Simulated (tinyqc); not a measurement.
Electron continuity equation in a given potential, Scharfetter-Gummel discretisation: three discretisations compared.

Steady state in one dimension: J = q mu n E + q D dn/dx with E = -dpsi/dx and D = mu Vt, dJ/dx = q (n/tau - G), fixed densities nL and nR at the ends. The potential is given, psi = 0 for x < L/2 and U (2 x/L - 1) beyond, and is not changed by the electrons.

9 equal intervals. Fluxes J_i = (q D/h)(n_(i+1) P_i - n_i Q_i), d_i = (psi_(i+1) - psi_i)/Vt: Scharfetter-Gummel P = B(d), Q = B(-d), B(d) = d/(exp(d) - 1); central P = 1 - d/2, Q = 1 + d/2; upwind P = 1 + max(-d, 0), Q = 1 + max(d, 0). Balance at each inner node: J_i - J_(i-1) = q h (n_i/tau - G). The reference is Scharfetter-Gummel on 1800 intervals.

Values chosen for this exercise; mobility close to that of In0.53Ga0.47As at room temperature:

| symbol | value | unit | meaning |
|---|---|---|---|
| T | 300 | K | temperature |
| mu | 11100 | cm^2/(V s) | electron mobility |
| L | 1.1 | um | length of the region |
| nL | 5.8e12 | cm^-3 | density at x = 0 |
| nR | 0 | cm^-3 | density at x = L |
| tau | 3.2e-12 | s | lifetime |
| G | 0 | cm^-3 s^-1 | uniform generation rate |
| U | 0.79 | V | potential difference psi(L) - psi(0) |

Constants: q = 1.602176634e-19 C, kB = 1.380649e-23 J/K, Vt = kB T/q. Results are converted to the units shown.

Densities (cm^-3):
```
node  Scharfetter-Gummel   central    upwind  reference
0               5.800e12  5.800e12  5.800e12   5.800e12
1               3.727e12  3.733e12  3.723e12   3.759e12
2               2.260e12  2.273e12  2.252e12   2.338e12
3               1.162e12  1.183e12  1.147e12   1.302e12
4               2.516e11  2.858e11  2.291e11   4.811e11
5               1.250e11  1.145e11  1.262e11   1.068e11
6               1.221e11  1.374e11  1.231e11   1.043e11
7               1.192e11  8.593e10  1.186e11   1.018e11
8               1.163e11  1.746e11  1.032e11   9.932e10
9                      0         0         0          0
```

Largest errors as a share of the largest reference density listed: Scharfetter-Gummel 4.0 %, central 3.4 %, upwind 4.3 %. The largest |d| is 6.79. Central differences oscillate from node to node, since P or Q changes sign once |d| exceeds 2. Upwinding stays positive but acts as if D were larger by the factor 1 + |d|/2, up to 4.40 here.

Range of the model: The drift velocity mu E exceeds 1e7 cm/s somewhere, where real mobilities no longer stay constant.

Numbers from tinyqc (`OMP_NUM_THREADS=1 python tinyqc.py 2220009 2220010 out.jsonl`; about 0.01 s on one thread of a shared Intel Xeon 2.30GHz).
